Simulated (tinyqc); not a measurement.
A spin-degenerate level with charging energy between two leads, rate equations: one step of the calculation.

States 0, up, down and 2 with energies 0, e1 - Ez/2, e1 + Ez/2 and 2 e1 + U. mu_L = +V/2, mu_R = -V/2 (meV), f(x) = 1/(1 + exp(x/kB T)). A transition that adds one electron of given spin at the energy E has the rate G f(E - mu) from each lead, and its reverse G [1 - f(E - mu)]. I counts electrons leaving the left lead, times q.

Problem. Transition energies and Fermi factors. Transition energies: 0-up e1 - Ez/2, 0-down e1 + Ez/2, up-2 e1 + U + Ez/2, down-2 e1 + U - Ez/2.

Inputs (values chosen for the exercise):
- U = 4.6 meV (charging energy of the second electron)
- e1 = -3.81 meV (level)
- T = 1.3 K (temperature)
- V = 5.1 mV (bias)
- Ez = 0.41 meV (Zeeman splitting)

Constants: q = 1.602176634e-19 C, kB = 1.380649e-23 J/K, Vt = kB T/q. Results are converted to the units shown.

Find: E; fL; fR.

Solution.

```
transition  E (meV)     fL     fR
0-up         -4.015  1.000  1.000
0-down       -3.605  1.000  1.000
up-2          0.995  1.000  0.000
down-2        0.585  1.000  0.000
```

Range of the model: Rate equations need hbar G well below kB T; cotunnelling and the Kondo effect are left out.

Numbers from tinyqc (`OMP_NUM_THREADS=1 python tinyqc.py 2780131 2780132 out.jsonl`; about 0.01 s on one thread of a shared Intel Xeon 2.30GHz).
